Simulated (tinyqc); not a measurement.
# Monte Carlo simulation of one carrier in a uniform electric field, step by step

A worked calculation. Computed by tinyqc, a small Python program that keeps every step. Command: `OMP_NUM_THREADS=1 python tinyqc.py 3008493 3008494 out.jsonl mcfl walk`. One thread of a shared host (Intel(R) Xeon(R) Processor @ 2.30GHz), about 1 s of CPU time with the checks. Intermediate numbers are printed to about 5 digits and carried at full precision; extremes and crossings named in words are read from the listed rows.

The force e F acts along +z. Flights end at the constant total rate Gamma; the part of Gamma that the real rates do not fill is self-scattering, which leaves k unchanged. One valley, no impurities; equivalent final valleys enter only through Z_f in the optical rate.

Inputs (values chosen for the exercise, modelled on electrons in diamond):
```
quantity                                             value       unit
effective mass m                                     0.485        m_0
non-parabolicity alpha                                0.18       1/eV
density rho                                           3515     kg/m^3
sound velocity v_l                                   18100        m/s
acoustic deformation potential D_A                     7.9         eV
phonon energy hbar w                                   136        meV
optical or intervalley deformation potential D_o       8.2  1e8 eV/cm
final valleys Z_f                                        5          -
lattice temperature T                                  300          K
electric field F                                        44      kV/cm
energy E_max up to which Gamma must cover the rates      1         eV
seed of the random numbers                           49538          -
```

Crystal: non-polar. Band: Kane.

starting wave vector (1/nm): -0.28  -0.062  -0.2

Constants: k_B = 1.380649e-23 J/K; e = 1.602176634e-19 C; hbar = 1.054571817e-34 J s; m_0 = 9.1093837015e-31 kg; hbar = 6.582119569e-16 eV s; k_B = 8.617333262e-05 eV/K.

## Total rate Gamma

Kane band: hbar^2 k^2/(2 m) = E (1 + alpha E), speed v = hbar k/(m (1 + 2 alpha E)), states per spin, volume and energy g(E) = m k (1 + 2 alpha E)/(2 pi^2 hbar^2); overlap factors are set to 1. Masses are multiplied by m_0 and all formulas are in SI units. Phonon occupation N_q = 1/(exp(hbar w/(k_B T)) - 1). Acoustic deformation potential (elastic, equipartition, absorption and emission together): 1/tau = 2 pi k_B T D_A^2 g(E)/(hbar rho v_l^2). Optical or intervalley deformation potential: 1/tau = (pi Z_f D_o^2/(rho w)) [N_q g(E + hbar w) + (N_q + 1) g(E - hbar w)], with g = 0 below the band edge. Gamma is 1.05 times the largest total rate on the grid E = (j + 1/2) E_max/400, j = 0..399.

largest total rate = 39.125 1e12/s

energy of the largest rate = 998.75 meV

Gamma = 41.082 1e12/s

## Flight 1

Random numbers (0.02 to 0.98, from up to 60 sets tried for early real events), one row a flight:
```
       r1      r2      r3      r4
1  0.2898  0.4414  0.7648  0.9489
2  0.7456  0.8055  0.9608  0.6335
3  0.4895  0.3430  0.2208  0.7390
4  0.1873  0.1889  0.6834  0.3613
5  0.3103  0.8535  0.0723  0.2526
6  0.7959  0.2174  0.8466  0.0886
7  0.0346  0.9684  0.9554  0.7403
```

Flight: t = -ln(r1)/Gamma; k_z grows by e F t/hbar; E follows from the band; dz = (E_end - E_start)/(e F). Use row 1 of the random numbers.

flight time t = 30.149 fs

k at the end of the flight (1/nm): -0.28000  -0.06200  0.00154

energy at the end = 6.4535 meV

displacement dz = -0.71205 nm

## Scattering event 1

Choice: with cumulative rates in the order acoustic, absorption, emission, the process is the first whose sum exceeds r2 Gamma; if none, self-scattering. Final state: E' = E, E + hbar w or E - hbar w gives k'. Isotropic processes: cos(theta) = 1 - 2 r3 from the z axis, phi = 2 pi r4, k' (sin theta cos phi, sin theta sin phi, cos theta).

cumulative rates (1e12/s): acoustic 0.19862, absorption 0.25483, emission 0.25483

r2 Gamma = 18.133 1e12/s

Process chosen: self-scattering

k after event 1, the start of the next flight (1/nm): -0.28000  -0.06200  0.00154

## Flight 2

Use row 2 of the random numbers.

flight time t = 7.1459 fs

k at the end of the flight (1/nm): -0.28000  -0.06200  0.04931

energy at the end = 6.6438 meV

displacement dz = 0.043261 nm

## Scattering event 2

The formulas are those given above.

cumulative rates (1e12/s): acoustic 0.20154, absorption 0.25780, emission 0.25780

r2 Gamma = 33.091 1e12/s

Process chosen: self-scattering

k after event 2, the start of the next flight (1/nm): -0.28000  -0.06200  0.04931

## All printed flights

Drift estimate: sum dz / sum t.

Flights:
```
flight  t (fs)  E at the end (meV)  dz (nm)          process  k_x (1/nm)  k_y (1/nm)  k_z (1/nm)
1       30.149                6.45   -0.712  self-scattering       -0.28      -0.062      0.0015
2        7.146                6.64    0.043  self-scattering       -0.28      -0.062      0.0493
3       17.389                8.60    0.445  self-scattering       -0.28      -0.062      0.1655
4       40.773               21.46    2.922  self-scattering       -0.28      -0.062      0.4381
5       28.485               37.24    3.588  self-scattering       -0.28      -0.062      0.6285
6        5.557               40.97    0.846  self-scattering       -0.28      -0.062      0.6657
7       81.883              119.48   17.845  self-scattering       -0.28      -0.062      1.2130
```

drift estimate from these flights = 1.1816e+05 m/s

7 of the 7 flights end in self-scattering. So few flights say little about the drift velocity: the estimate is noise at this length.

## Low-field mobility from the linear Boltzmann equation

On the grid E_j = (j + 1/2) hbar w/12 up to 20 k_B T + 2 hbar w, solve (sum of rates) l(E) = v(E); mu_0 = e sum g v l exp(-E/k_B T)/(3 k_B T sum g exp(-E/k_B T)).

low-field mobility mu_0 = 5596.2 cm^2/(V s)

## Long runs: velocity against field

Each row: 250 carriers from a thermal start, 1600 flights each, the first half discarded, random numbers not printed; the error is the standard error over ten groups; the mean energy is taken at the ends of flights, which sample time evenly. Fields at which more than 0.02 % of the events exceed Gamma are left out.

Monte Carlo results:
```
F (kV/cm)  drift velocity (1e5 m/s)  error (1e5 m/s)  mu_0 F (1e5 m/s)  mean energy (meV)  real events (%)
11                             1.19           0.0071             6.156               88.7             4.42
22                             1.34           0.0062            12.312              116.0             7.68
44                             1.48           0.0093            24.623              172.0            14.60
```

At the lowest field the drift velocity is 0.19 +/- 0.00 of the ohmic value mu_0 F, at the highest 0.06 +/- 0.00. The mean energy goes from 89 to 172 meV against the parabolic-band thermal value 3 k_B T/2 = 39 meV: the carriers heat, more of them reach the emission threshold, where they lose momentum, and the curve bends below the ohmic line. Only 4 to 15 % of the events are real; the rest is the price of a constant Gamma. Where hbar w is several k_B T, energy relaxes slowly and the low-field energies may still be drifting.

Checks made by the program: energy gained in the printed flights against e F dz (relative difference 2e-10).
